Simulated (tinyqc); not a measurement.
Wannier-Stark ladder of a miniband: sweeps and comparisons. A value that a table varies takes the place of the one given here.

One state in each well j = -(Nw - 1)/2 ... (Nw - 1)/2: H_jj = j e F d, H_(j,j+1) = -W/4; 1 kV/cm = 0.01 meV/angstrom. In an infinite chain the levels are j e F d and the state of well 0 has amplitude J_j(x) in size on well j, x = W/(2 e F d).

Constants: hbar = 6.58211957e-16 eV s.

Parameters, chosen for this exercise (near those of an InGaAs/InAlAs superlattice; not measured data): W = 32 meV (miniband width); d = 96 angstrom (period); Nw = 7 (wells); Fs = (4.3, 5.9, 8, 11, 17, 30, 64) kV/cm (fields); G = 2 meV (hbar/tau); F = 17 kV/cm (field).

## Raising the field

Infinite-chain weights beside the middle spacing of the finite stack.

Results:

| F (kV/cm) | e F d (meV) | x | J_0^2 | J_1^2 | J_2^2 | middle spacing/(e F d) |
|---|---|---|---|---|---|---|
| 4.3 | 4.13 | 3.876 | 0.162 | 0.000 | 0.155 | 1.4390 |
| 5.9 | 5.66 | 2.825 | 0.038 | 0.161 | 0.230 | 1.1600 |
| 8.0 | 7.68 | 2.083 | 0.031 | 0.325 | 0.138 | 1.0465 |
| 11 | 10.56 | 1.515 | 0.253 | 0.314 | 0.056 | 1.0101 |
| 17 | 16.32 | 0.980 | 0.599 | 0.188 | 0.012 | 1.0010 |
| 30 | 28.80 | 0.556 | 0.854 | 0.071 | 0.001 | 1.0000 |
| 64 | 61.44 | 0.260 | 0.967 | 0.017 | 0.000 | 1.0000 |

J_0 vanishes at x = 2.405, F = 6.9 kV/cm, where the line at j = 0 disappears; J_0^2 overtakes J_1^2 for good at x = 1.435, F = 11.6 kV/cm, and reaches 0.97 in the last row. The 7 wells reproduce the middle spacing of the even ladder to 1 % from 17 kV/cm on, where the swing W/(e F d) = 2x is 2.0 periods. The lines are seen apart only where e F d exceeds their width, usually a few meV.

## Drift velocity with scattering

Esaki-Tsu: v = v0 y/(1 + y^2), y = e F d/G, v0 = W d/(2 hbar), at zero temperature; 1 angstrom/s = 1e-8 cm/s, 1 kV/cm = 0.01 meV/angstrom. The last column is dv/dF in cm^2/(V s).

Results:

| y | F (kV/cm) | v (1e6 cm/s) | dv/dF |
|---|---|---|---|
| 0.1 | 0.21 | 2.31 | 10871 |
| 0.3 | 0.62 | 6.42 | 8579 |
| 0.6 | 1.25 | 10.30 | 3876 |
| 1.0 | 2.08 | 11.67 | 0 |
| 1.5 | 3.12 | 10.77 | -1326 |
| 2.5 | 5.21 | 8.05 | -1119 |
| 4.0 | 8.33 | 5.49 | -581 |

v0 = 23.34 x 1e6 cm/s
field at y = 1 = 2.08 kV/cm

The velocity peaks at v0/2 = 11.67 x 1e6 cm/s at 2.08 kV/cm and then falls: negative differential velocity, steepest at y = sqrt3 with -v0/(8 Fc) = -1400 cm^2/(V s). The low-field mobility is v0/Fc = 11201 cm^2/(V s). At the peak the swing is W/G = 16.0 periods, so the semiclassical picture holds.

## What each parameter does

e F d, x, J_0(x)^2 and the lowest level of the finite stack. Each row changes one parameter from the base and keeps the others.

Results:

| case | e F d (meV) | x | J_0^2 | lowest level (meV) |
|---|---|---|---|---|
| base | 16.32 | 0.980 | 0.599 | -52.51 |
| W = 40 meV | 16.32 | 1.225 | 0.433 | -54.26 |
| d = 104 angstrom | 17.68 | 0.905 | 0.649 | -56.36 |
| F = 23.8 kV/cm | 22.85 | 0.700 | 0.776 | -71.19 |
| Nw = 9 | 16.32 | 0.980 | 0.599 | -68.83 |

The largest shifts from the base row, up to three for each result and ties (the steps differ in size, so this ranks the rows, not the parameters). e F d (meV): F +6.53, d +1.36; unchanged at the printed digits by W and Nw. x: F -0.280, W +0.245, d -0.075; unchanged at the printed digits by Nw. J_0^2: F +0.178, W -0.165, d +0.050; unchanged at the printed digits by Nw. lowest level (meV): F -18.69, Nw -16.32, d -3.85.

Computed by tinyqc, a small Python program: `OMP_NUM_THREADS=1 python tinyqc.py 1280963 1280964 out.jsonl` (the numbers bound the seed that draws the inputs); one thread of a shared host (Intel(R) Xeon(R) Processor @ 2.30GHz), about 0.01 s for the whole set of steps.
